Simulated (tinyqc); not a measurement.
MOS capacitor on a p-type substrate, surface potential from the exact charge relation: two steps of the calculation.

Uniform p-type substrate, Boltzmann statistics, full ionisation, classical densities. psi is the surface potential against the body (positive when the bands bend down) and u = psi/Vt. Traps are spread evenly over the gap and neutral at flat band, so their charge is -q Dit psi; the minority quasi-Fermi level is shifted by Vb.

Parameters, values chosen for the exercise; band and dielectric values those of a made-up semiconductor:
```
symbol,value,unit,meaning
T,293,K,temperature
Eg,1.22,eV,band gap
eps_r,12.8,,relative permittivity
Nc,2.42e19,cm^-3,conduction-band density of states at T
Nv,2.05e19,cm^-3,valence-band density of states at T
chi,4.87,eV,electron affinity
N,1.2e16,cm^-3,acceptor density of the substrate
eox,3.9,,relative permittivity of the gate insulator (close to silicon dioxide)
tox,13,nm,insulator thickness
phiM,5.26,eV,gate work function
Nf,3.5e10,cm^-2,"fixed charge at the interface, in units of q"
Dit,0,cm^-2 eV^-1,density of interface traps
Vb,0,V,reverse bias of the inversion layer against the body
```

Constants: q = 1.602176634e-19 C, kB = 1.380649e-23 J/K, Vt = kB T/q, eps0 = 8.8541878128e-14 F/cm where lengths are in cm. Results are converted to the units shown.

Question 1. Flat band, threshold and scales. ni = sqrt(Nc Nv) exp(-Eg/(2 Vt)), Eg in volts; phiF = Vt ln(N/ni); Cox = eps0 eox/tox; Vfb = phiM - chi - (Eg - Vt ln(Nv/N)) - q Nf/Cox; Q0 = sqrt(2 eps0 eps_r q N Vt); r = (ni/N)^2 exp(-Vb/Vt); VT = Vfb + [(2 phiF + Vb)(1 + q Dit/Cox) + sqrt(2 eps0 eps_r q N (2 phiF + Vb))/Cox].

Give: ni; phiF; Cox; Vfb; Q0; r; VT.

Answer 1.

ni = 7.168e8 cm^-3
phiF = 0.4200 V
Cox = 0.2656 uF/cm^2
Vfb = -0.6632 V
Q0 = 10.49 nC/cm^2
r = 3.568e-15
VT = 0.4045 V

Question 2. Charges, field and capacitances at the solution. u = psi/Vt; F^2 = exp(-u) + u - 1 + r (exp(u) - u - 1); Qs = -sign(u) Q0 F; Cs = -dQs/dpsi = (Q0/Vt) |1 - exp(-u) + r (exp(u) - 1)|/(2 F). Low frequency: 1/C_LF = 1/Cox + 1/(Cs + q Dit). High frequency, in the simple estimate in which traps and minority carriers do not follow: 1/C_HF = 1/Cox + 1/Cd, Cd being Cs with r = 0 at the same psi. Minority sheet density N_inv = (Q0/(2 q)) int_0^u r (exp(t) - 1)/F(t) dt for u > 0. Oxide field |Qs - q Dit psi + q Nf|/(eps0 eox).

converged psi = 0.40918484 V

Wanted: Qs; N_inv; oxide field; Cs; C_LF/Cox; C_HF/Cox.

Answer 2.

Qs = -40.90 nC/cm^2
N_inv = 339.2 cm^-2
oxide field = 0.1022 MV/cm
Cs = 0.05327 uF/cm^2
C_LF/Cox = 0.1670
C_HF/Cox = 0.1670

The surface is in depletion (borders at |psi| = 0, phiF + Vb and 2 phiF + Vb = 0.840 V).

tinyqc, about 0.01 s, one thread, Intel Xeon 2.30GHz (shared host): `OMP_NUM_THREADS=1 python tinyqc.py 2060162 2060163 out.jsonl`
